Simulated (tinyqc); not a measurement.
Elastic strain and critical thickness of a cubic alloy layer A(1-x)B(x) on a thick substrate. From misfit f back to fraction x of B. Computed by tinyqc, a small Python program. Command: `OMP_NUM_THREADS=1 python tinyqc.py 3009032 3009033 out.jsonl misfit inv`. One thread of a shared host (Intel(R) Xeon(R) Processor @ 2.30GHz), about 0.01 s of CPU time with the checks.

Strain is positive in tension. The layer is coherent with the substrate unless said otherwise.

Inputs (values chosen for the exercise, for a model alloy): lattice constant a_A = 5.431 angstrom; lattice constant a_B = 5.658 angstrom; substrate lattice constant a_S = 5.431 angstrom.

C11, C12, C44 of A (GPa): 146  56.76  73.67

C11, C12, C44 of B (GPa): 122.7  52.53  71.54

Method. a = (1 - x) a_A + x a_B, the same rule for each C_ij; misfit f = (a_S - a)/a, the in-plane strain of the coherent layer.

Task: A run gave the result below. Find the fraction x of B, known to lie between 0.21 and 0.46.

misfit f = -0.01142486

Result:

Each step takes the trial c = (a f_b - b f_a)/(f_b - f_a), f being the result less the target and a, b, c the logarithms of the listed values; c replaces end b, the old b replaces a if the sign of f changed, and otherwise f_a is halved.

Scan of the range:
```
fraction x of B    misfit f
0.210            -0.0087010
0.239            -0.0098907
0.273            -0.0112819
0.311            -0.0128321
0.354            -0.0145804
0.404            -0.0166056
0.460            -0.0188640
```

False position (Illinois rule, in the logarithm of the input) inside the bracket:
```
step     end a     end b     trial    misfit f
1     0.273000  0.311000  0.276301  -0.0114167
2     0.311000  0.276301  0.276489  -0.0114244
3     0.311000  0.276489  0.276510  -0.0114253
4     0.276489  0.276510  0.276500  -0.0114249
```

Misfit f falls at every point of a 13-point scan of the range (every second point is shown), so one value fits; it is bracketed by 0.273 and 0.311. Answer: fraction x of B = 0.2765.
